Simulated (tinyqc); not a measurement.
Van der Pauw, Hall and four-point-probe measurements on a doped layer: one step of the calculation.

A uniform p-type layer with sheet resistance Rs = 1/(q ns mu), point contacts, low field (mu B small).

Task. New z. The van der Pauw equation exp(-pi RA z) + exp(-pi RB z) = 1 is solved for z = 1/Rs: e1 = exp(-pi RA z), e2 = exp(-pi RB z), f = e1 + e2 - 1, f' = -pi (RA e1 + RB e2), z(new) = z - f/f'.

z at the start = 0.12037543 mS
RA = 1157.0849 ohm
RB = 2508.7064 ohm

Find: e1; e2; f; f'; z after iteration 1.

Result.

e1 = 0.64560
e2 = 0.38724
f = 0.032837
f' = -5.3988 kohm
z after iteration 1 = 0.12646 mS

tinyqc, about 0.01 s, one thread, Intel Xeon 2.30GHz (shared host): `OMP_NUM_THREADS=1 python tinyqc.py 2850165 2850166 out.jsonl`
